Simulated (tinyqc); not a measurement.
# Input admittance of a MOSFET at zero drain bias: distributed channel and distributed gate: what changes with what

Source and drain grounded, strong inversion, w = 2 pi f, Cox = eps0 eox/tox. The channel is an RC line of resistance 1/(mu Cox Vo) per square fed from both ends, so one finger has the intrinsic admittance y = i w Cox L tanh(g)/g per width, g = (1/2) sqrt(i w tau), tau = L^2/(mu Vo). The vertical resistance rv/L is in series with y, the overlaps 2 i w Cov in parallel: y_t = 1/(1/y + rv/L) + 2 i w Cov. The gate strip is a line of Rsh/L per length loaded by y_t, so a finger has Y = y_t Wf tanh(k)/k, k = (Wf/sd) sqrt(y_t Rsh/L); the device has Nf Y.

Values chosen for this exercise; values of the order met in silicon radio-frequency transistors: relative permittivity of the gate insulator (close to silicon dioxide) eox = 3.9; insulator thickness tox = 4.9 nm; channel length L = 0.14 um; finger width Wf = 0.91 um; number of fingers Nf = 1; channel mobility mu = 250 cm^2/(V s); gate overdrive Vo = 0.54 V; sheet resistance of the gate Rsh = 6.9 ohm/square; vertical resistivity of the gate stack rv = 0 ohm um^2; number of ends at which a finger is contacted sd = 1; overlap and fringe capacitance on each side Cov = 0.33 fF/um; frequency f = 51 GHz.

Constants: eps0 = 8.8541878128e-14 F/cm where lengths are in cm. Results are converted to the units shown.

Each table varies one quantity; the others keep the values above.

## Input impedance against frequency

Low-frequency limits, with c = Cox L and ct = c + 2 Cov: R_strip = Rsh Wf/(3 sd^2 L Nf), R_ch = (c/ct)^2 L/(12 mu Cox Vo Wf Nf), R_vert = (c/ct)^2 rv/(L Wf Nf), C = ct Wf Nf. Z = 1/(Nf Y) = R + 1/(i w C), Q = |Im Z|/R, far-point signal |1/cosh k|.

The same in every row: low-frequency R (ohm) = 63.330.

Input impedance against frequency:

| f (GHz) | w tau | \|k\| | R (ohm) | C (fF) | Q | signal at the far point |
|---|---|---|---|---|---|---|
| 0.5 | 0.0045611 | 0.014530 | 63.330 | 1.4984 | 3354.4 | 1.0000 |
| 1 | 0.0091223 | 0.020549 | 63.330 | 1.4984 | 1677.2 | 1.0000 |
| 3 | 0.027367 | 0.035592 | 63.330 | 1.4984 | 559.06 | 1.0000 |
| 6 | 0.054734 | 0.050334 | 63.329 | 1.4984 | 279.53 | 1.0000 |
| 10 | 0.091223 | 0.064980 | 63.329 | 1.4984 | 167.72 | 0.99999 |
| 30 | 0.27367 | 0.11253 | 63.320 | 1.4981 | 55.925 | 0.99990 |
| 60 | 0.54734 | 0.15908 | 63.291 | 1.4973 | 27.991 | 0.99960 |
| 100 | 0.91223 | 0.20517 | 63.222 | 1.4953 | 16.836 | 0.99890 |
| 300 | 2.7367 | 0.35119 | 62.380 | 1.4709 | 5.7817 | 0.99079 |

R falls from 63.3 to 62.4 ohm and C falls from 1.50 to 1.47 fF. Q goes as f^(-1.00) between the first two rows and f^(-0.97) between the last two, where w tau = 2.74 and |k| = 0.351. The low-frequency limits hold both R and C within 5 % up to f = 300 GHz among the rows.

## Dividing a fixed width into fingers

Total width Wf Nf = 0.91 um; each finger also has a contact resistance Rc at each contacted end, which adds Rc/(sd Nf). The resistances are low-frequency limits, good while |k| is below about 1; the far-point signal is |1/cosh k| at f, without Rc.

The same in every row: R_ch + R_vert (ohm) = 48.38.

Dividing a fixed width into fingers:

| Nf | Wf (um) | R_strip (ohm) | Rc/(sd Nf) for Rc = 30 ohm (ohm) | sum (ohm) | signal at the far point |
|---|---|---|---|---|---|
| 1 | 0.9100 | 14.95 | 30.00 | 93.33 | 0.9997 |
| 2 | 0.4550 | 3.737 | 15.00 | 67.12 | 0.9999 |
| 4 | 0.2275 | 0.9344 | 7.500 | 56.81 | 1.000 |
| 8 | 0.1138 | 0.2336 | 3.750 | 52.36 | 1.000 |
| 16 | 0.05688 | 0.05840 | 1.875 | 50.31 | 1.000 |
| 32 | 0.02844 | 0.01460 | 0.9375 | 49.33 | 1.000 |
| 64 | 0.01422 | 0.003650 | 0.4688 | 48.85 | 1.000 |
| 128 | 0.007109 | 9.125e-4 | 0.2344 | 48.62 | 1.000 |

R_strip falls as 1/Nf^2, from 15.0 to 9.12e-4 ohm, the contact term as 1/Nf, and R_ch + R_vert stays at 48.4 ohm since the total width is fixed. The sum is within a factor 1.5 of that floor from Nf = 2 on. More fingers add wiring capacitance, which is left out.

Computed by the program tinyqc: `OMP_NUM_THREADS=1 python tinyqc.py 2262130 2262131 out.jsonl`, one thread of a shared Intel Xeon 2.30GHz, about 0.01 s for the whole run.
